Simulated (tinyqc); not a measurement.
Effective-mass impurity with a central-cell term, in a basis of Slater functions: one step, computed by the program tinyqc.

The envelope obeys H = -nabla^2 - (2/r) [Z + A exp(-kappa r)] in effective units, with kappa = a*/lambda; positive A deepens the well near the core.

Task: Generalised eigenproblem. (T + V + W) c = E S c with c^T S c = 1 and the largest component positive.

Impurity: donor, one isotropic band.

kinetic T (Ry*):
```
           1          2
1       0.25  0.4672571
2  0.4672571       1.69
```

Coulomb V (Ry*):
```
           1          2
1         -1  -1.293943
2  -1.293943       -2.6
```

central cell W (Ry*):
```
              1            2
1  -0.003056589  -0.01250567
2   -0.01250567  -0.05118049
```

overlap S:
```
          1         2
1  1.000000  0.718857
2  0.718857  1.000000
```

Give: two lowest levels; coefficients of the lowest state; <T>; <W>.

Result:

two lowest levels (Ry*): -1.011  -0.040

coefficients of the lowest state: 0.3245  0.7410

<T> = 1.179 Ry*

<W> = -0.03444 Ry*
